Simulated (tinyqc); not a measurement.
# Gate sheet resistance from two finger widths

Inverse problem. At low frequency R = Rsh Wf/(3 L) + B/Wf, where B collects the channel and vertical terms. Find Rsh, B and the width of lowest R.

Values chosen for this exercise: channel length L = 0.3 um.

input resistance of single fingers, contacted at one end, of width 0.7 and 9 um (ohm): [129.26349, 73.666667]

Answer. R Wf is a straight line in Wf^2; the minimum of R lies where both terms are equal.

Rsh = 6.400 ohm/square
B = 87.00 ohm um
width of lowest R = 3.498 um

Numbers from tinyqc (`OMP_NUM_THREADS=1 python tinyqc.py 2262189 2262190 out.jsonl`; about 0.01 s on one thread of a shared Intel Xeon 2.30GHz).
